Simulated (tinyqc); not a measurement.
Landau coefficients from the transition.

Problem. u = a0 (T - T0) P^2 + be P^4 + ga P^6 (P in uC/cm^2, E in kV/cm, u in mJ/cm^3). Above the transition chi = Cw/(T - T0) with Cw = 1/(2 eps0 a0); at TC = T0 + be^2/(4 a0 ga) the polarisation jumps by sqrt(-be/(2 ga)). Find a0, be and ga.

Inputs (values chosen for the exercise): Curie-Weiss temperature T0 = 700 K.

Constants: eps0 = 8.8541878128e-14 F/cm where lengths are in cm. Results are converted to the units shown.

TC = 738.615942 K
jump of P at TC = 22.0605228 uC/cm^2
Curie constant = 1.22761855e5 K

Answer. The Curie constant gives a0. At TC both u = 0 and du/dP = 0, which give ga = al/P^4 and be = -2 al/P^2 with al = a0 (TC - T0).

a0 = 0.0460 kV cm/(uC K)
be = -0.00730 kV cm^5/uC^3
ga = 7.50e-6 kV cm^9/uC^5

tinyqc, about 0.01 s, one thread, Intel Xeon 2.30GHz (shared host): `OMP_NUM_THREADS=1 python tinyqc.py 2860032 2860033 out.jsonl`
